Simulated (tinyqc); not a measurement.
MOS capacitor on a p-type substrate, surface potential from the exact charge relation: two steps of the calculation.

Uniform p-type substrate, Boltzmann statistics, full ionisation, classical densities. psi is the surface potential against the body (positive when the bands bend down) and u = psi/Vt. Traps are spread evenly over the gap and neutral at flat band, so their charge is -q Dit psi; the minority quasi-Fermi level is shifted by Vb.

Parameters, values chosen for the exercise; band and dielectric values those of a made-up semiconductor:
```
symbol,value,unit,meaning
T,293,K,temperature
Eg,1.09,eV,band gap
eps_r,11.7,,relative permittivity
Nc,3.12e19,cm^-3,conduction-band density of states at T
Nv,2.94e19,cm^-3,valence-band density of states at T
N,1.9e16,cm^-3,acceptor density of the substrate
eox,3.9,,relative permittivity of the gate insulator (close to silicon dioxide)
tox,6.7,nm,insulator thickness
Nf,1.1e10,cm^-2,"fixed charge at the interface, in units of q"
Dit,3e10,cm^-2 eV^-1,density of interface traps
Vb,0,V,reverse bias of the inversion layer against the body
Vg,0.68,V,gate voltage against the body
```

Constants: q = 1.602176634e-19 C, kB = 1.380649e-23 J/K, Vt = kB T/q, eps0 = 8.8541878128e-14 F/cm where lengths are in cm. Results are converted to the units shown.

Task 1. Newton step for the surface potential. u = psi/Vt; F^2 = exp(-u) + u - 1 + r (exp(u) - u - 1); Qs = -sign(u) Q0 F; Cs = -dQs/dpsi = (Q0/Vt) |1 - exp(-u) + r (exp(u) - 1)|/(2 F). f = Vfb + psi + (q Dit psi - Qs)/Cox - Vg, f' = 1 + (Cs + q Dit)/Cox, psi(new) = psi - f/f'.

psi after iteration 1 = 1.2574877 V
Cox = 0.51539302 uF/cm^2
Vfb = -0.62798458 V
Q0 = 12.619279 nC/cm^2
r = 4.5324378e-13

Give: u; F; Qs; Cs; f; f'; psi after iteration 2.

Result 1.

u = 49.80
F = 4.395e4
Qs = -5.546e5 nC/cm^2
Cs = 1.098e4 uF/cm^2
f = 1076 V
f' = 2.131e4
psi after iteration 2 = 1.207 V

This iterate lies far beyond the solution, so its charge is not a physical one.

Task 2. Charges, field and capacitances at the solution. ni = sqrt(Nc Nv) exp(-Eg/(2 Vt)), Eg in volts; phiF = Vt ln(N/ni); Cox = eps0 eox/tox; Vfb = phiM - chi - (Eg - Vt ln(Nv/N)) - q Nf/Cox; Q0 = sqrt(2 eps0 eps_r q N Vt); r = (ni/N)^2 exp(-Vb/Vt); VT = Vfb + [(2 phiF + Vb)(1 + q Dit/Cox) + sqrt(2 eps0 eps_r q N (2 phiF + Vb))/Cox].

Low frequency: 1/C_LF = 1/Cox + 1/(Cs + q Dit). High frequency, in the simple estimate in which traps and minority carriers do not follow: 1/C_HF = 1/Cox + 1/Cd, Cd being Cs with r = 0 at the same psi. Minority sheet density N_inv = (Q0/(2 q)) int_0^u r (exp(t) - 1)/F(t) dt for u > 0. Oxide field |Qs - q Dit psi + q Nf|/(eps0 eox).

converged psi = 0.86068133 V

Wanted: Qs; N_inv; oxide field; Cs; C_LF/Cox; C_HF/Cox.

Result 2.

Qs = -226.40 nC/cm^2
N_inv = 9.7050e11 cm^-2
oxide field = 0.66251 MV/cm
Cs = 4.0364 uF/cm^2
C_LF/Cox = 0.88689
C_HF/Cox = 0.077740

The surface is in strong inversion (borders at |psi| = 0, phiF + Vb and 2 phiF + Vb = 0.718 V). Minority carriers make up 68.7 % of Qs.

Computed by the program tinyqc: `OMP_NUM_THREADS=1 python tinyqc.py 2060006 2060007 out.jsonl`, one thread of a shared Intel Xeon 2.30GHz, about 0.01 s for the whole run.
